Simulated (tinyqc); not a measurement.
Inside a calculation. Method: Pariser-Parr-Pople SCF with singles CI, for the molecule c1ccnc[cH+]c1 (SMILES; centres numbered as the heavy atoms are written). One step of it, computed by the program tinyqc.

Question. Singles CI, singlets. Over the 6 single excitations with the smallest orbital gaps: A = (e_a - e_i) delta + 2 (ia|jb) - (ij|ab), with (pq|rs) = sum c_mp c_mq gamma_mn c_nr c_ns. f = 2/3 w |mu|^2 in atomic units, mu = sqrt2 sum c_ia sum_m c_mi c_ma R_m.

orbital energies (eV): -19.017038  -16.605200  -15.935464  -7.457490  -7.074673  -2.933990  -2.779207

coefficients:
```
         MO1        MO2        MO3        MO4        MO5        MO6        MO7
1C  0.297326   0.520064  -0.241718   0.352331   0.418129   0.130843   0.516347
2C  0.328838   0.217545  -0.525293  -0.465045   0.216008  -0.358135  -0.421214
3C  0.403922  -0.220072  -0.406794  -0.201008  -0.527707   0.497905   0.236951
4N  0.529825  -0.517496  -0.000163   0.488273  -0.000073  -0.461597  -0.000088
5C  0.403895  -0.220398   0.406644  -0.200840   0.527727   0.498054  -0.236735
6C  0.328765   0.217115   0.525493  -0.465171  -0.215851  -0.358334   0.421015
7C  0.297282   0.519864   0.242191   0.352222  -0.418267   0.131061  -0.516259
```

repulsion gamma_rs (eV), lower triangle:
```
           1C         2C         3C         4N         5C         6C         7C
1C  11.130000
2C   5.346553  11.130000
3C   3.773205   5.345136  11.130000
4N   3.291324   3.837531   5.476035  12.300000
5C   3.243428   3.243355   3.772727   5.476893  11.130000
6C   3.773205   3.243627   3.243332   3.837687   5.344721  11.130000
7C   5.346553   3.773721   3.243627   3.291248   3.772577   5.345136  11.130000
```

Centres (angstrom, eV; a flat drawing with bonds scaled to 1.40 angstrom):
```
centre          x          y  core charge z          W   gamma_rr
1C       1.613000   0.000000              1  11.160000  11.130000
2C       1.006000   1.261000              1  11.160000  11.130000
3C      -0.359000   1.573000              1  11.160000  11.130000
4N      -1.454000   0.700000              1  14.100000  12.300000
5C      -1.454000  -0.700000              1  11.160000  11.130000
6C      -0.359000  -1.573000              1  11.160000  11.130000
7C       1.006000  -1.261000              1  11.160000  11.130000
```

Give: singlet CI matrix; singlet excitation energies; oscillator strengths.

Answer.

singlet CI matrix (eV), lower triangle:
```
        3>4     3>5     2>4    2>5    1>4    1>5
3>4   5.603
3>5   0.000   5.869
2>4   0.000  -0.737   6.220
2>5   0.805   0.000   0.000  6.352
1>4   0.000   0.067  -0.077  0.000  8.208
1>5  -0.183   0.000   0.000  0.039  0.000  8.438
```

singlet excitation energies (eV): 5.081  5.287  6.794  6.863  8.215  8.450

oscillator strengths: 0.088  0.021  1.450  1.402  0.028  0.060
